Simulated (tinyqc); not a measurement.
From results back to parameters: recursion (Haydock) method for the local density of states: bulk site of a cubic lattice. Three cases, with inputs chosen for the exercise.

Problem. A local density has moments mu1 = a0, mu2 = a0^2 + b1^2 and, for a1 = a2 = 0, mu4 = a0^4 + 3 a0^2 b1^2 + b1^4 + b1^2 b2^2; b1^2 = (number of neighbours) t^2. The moments come from a hidden site.

Case 1.

Values chosen: t = 1.1 eV (hopping).

mu1, mu2, mu4 (eV^n): 0.00000  7.26000  131.76900

Case 2.

Values chosen: t = 1.39 eV (hopping).

mu1, mu2, mu4 (eV^n): 0.00000  11.59260  335.97094

Case 3.

Values chosen: t = 0.66 eV (hopping).

mu1, mu2, mu4 (eV^n): 0.00000  2.61360  17.07726

Find: a0, b1, b2; neighbours.

Solution. Take the moments in turn: mu1 gives a0, mu2 gives b1, mu4 gives b2.

Case 1.

a0, b1, b2 (eV): 0.000  2.694  3.300

neighbours = 6

Case 2.

a0, b1, b2 (eV): 0.000  3.405  4.170

neighbours = 6

Case 3.

a0, b1, b2 (eV): 0.000  1.617  1.980

neighbours = 6

Computed by tinyqc, one run a case: `OMP_NUM_THREADS=1 python tinyqc.py N N+1 out.jsonl` with N = 1480220, 1480236, 1480711; one thread of a shared Intel(R) Xeon(R) Processor @ 2.30GHz, about 0.1 s a run at most.
